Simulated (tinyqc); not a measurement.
Lattice vibrations of a chain, step by step. One step of it, computed by the program tinyqc.

Task: Dynamical matrix at q = 0.17. q is in units of 2 pi/a. A spring k from atom i to atom j, n cells on, adds k to Phi_ii and Phi_jj, -k exp(2 pi i q n) to Phi_ij and the conjugate to Phi_ji (for one atom a cell: 2k (1 - cos 2 pi q n)); D_ij = Phi_ij / sqrt(m_i m_j).

A chain moving along its axis:
```
atom                 mass (u)  spring to the next atom (eV/angstrom^2)
1                   42.800000                                29.900000
2                   87.500000                                 4.200000
3                  115.700000                                11.600000
4                   25.400000                                16.300000
second neighbours           -                                 2.300000
```

Give: D(q).

Result:

D(q) (eV/(angstrom^2 u)):
```
               1              2              3              4
1          1.187         -0.489  -0.048+0.029i  -0.238+0.433i
2         -0.489          0.442         -0.042  -0.072+0.043i
3  -0.048-0.029i         -0.042          0.176         -0.214
4  -0.238-0.433i  -0.072-0.043i         -0.214          1.280
```
